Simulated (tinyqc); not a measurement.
# FinFET, parasitic resistance, capacitance and delay: effect of the contacted gate pitch

Nf fins under one contact; each has gated perimeter p = 2 Hf + Wf and cross-section A = Hf Wf; contact width Wc = Nf pf, stack height Hs = Hf. Contact length Lc = CPP - Lg - 2 Lsp, shared by two neighbouring gates. Source and drain sides are equal. The formulas are first-order estimates, not field solutions.

Epitaxy sheet resistance Rsh = re/te, transfer length LT = sqrt(rc/Rsh), contact Rc = [sqrt(rc Rsh)/Wc] coth(Lc/(2 LT)); extension of one fin Rx = rx Lsp/A. With N fins: gate Cg = Cinv p N Lg; per side, plate Cp = ks eps0 [Wc (Hs + Hc) - N A]/Lsp, top fringe Cf = (2/pi) ks eps0 Wc ln(1 + Lg/(2 Lsp)), overlap Co = Cinv p N Lov. One fin: I = p Q vx u/(1 + |u|^1.8)^(1/1.8), Q = Cinv n Vt ln(1 + exp((Vg' - VT + dl Vd')/(n Vt))), u = Vd' mu/(vx Lg), Vg' = Vgs - v, Vd' = Vds - 2 v, with the drop on each side v = Rc (sum of I) + Rx I. Ieff = [I(Vgs = Vdd, Vds = Vdd/2) + I(Vdd/2, Vdd)]/2, total currents. With Cs = Cp + Cf + Co, the load of an inverter of two such devices driving an equal one is CL = 2 (Cg + 2 Cs) + 4 Cs + Cw (own drains counted twice for the Miller effect); delay CL Vdd/(2 Ieff).

Inputs (values chosen for the exercise); values close to those of silicon logic devices: temperature T = 300 K; number of fins Nf = 1; fin height Hf = 42 nm; fin width Wf = 7 nm; fin pitch pf = 42 nm; gate length Lg = 18 nm; spacer length Lsp = 6 nm; relative permittivity of the spacer ks = 7; gate height above the channel stack Hc = 30 nm; contact resistivity rc = 2e-9 ohm cm^2; resistivity of the source-drain epitaxy re = 0.00034 ohm cm; current-carrying depth of the epitaxy te = 25 nm; resistivity of the extension rx = 0.00059 ohm cm; gate overlap Lov = 2 nm; inversion capacitance Cinv = 3.5 uF/cm^2; injection velocity vx = 1.6e7 cm/s; apparent mobility mu = 350 cm^2/(V s); threshold at zero drain voltage VT = 0.23 V; barrier lowering dl = 0.033 V/V; subthreshold factor n = 1.21; wire load Cw = 0.31 fF; supply voltage Vdd = 0.7 V.

Constants: q = 1.602176634e-19 C, kB = 1.380649e-23 J/K, eps0 = 8.8541878128e-12 F/m, Vt = kB T/q. Results are converted to the units shown.

The same in every row: Rx/N (ohm) = 120.4; CL (aF) = 713.4.

Results:

| CPP (nm) | Rc (ohm) | Ieff (uA) | delay (ps) |
|---|---|---|---|
| 36 | 1591 | 62.45 | 3.998 |
| 42 | 800.1 | 91.40 | 2.732 |
| 48 | 538.8 | 105.8 | 2.360 |
| 54 | 409.7 | 113.8 | 2.194 |
| 60 | 333.5 | 118.8 | 2.101 |
| 66 | 283.7 | 122.2 | 2.043 |
| 78 | 223.7 | 126.4 | 1.975 |

Estimate the missing row, CPP = 72 nm.

Computed row:

| CPP (nm) | Rc (ohm) | Ieff (uA) | delay (ps) |
|---|---|---|---|
| 72 | 249.0 | 124.6 | 2.004 |

With this row back in the table: As CPP goes from 36 to 78 nm, Ieff rises from 62.4 to 126 uA, CL stays at 713 aF and the delay falls from 4.00 to 1.98 ps. Only the contact length changes, so the capacitance stays and the pitch acts through Rc. At CPP = 36 nm the contact is under 8 nm long, below what liners and fill allow.

Computed by the program tinyqc: `OMP_NUM_THREADS=1 python tinyqc.py 2170084 2170085 out.jsonl`, one thread of a shared Intel Xeon 2.30GHz, about 0.04 s for the whole run.
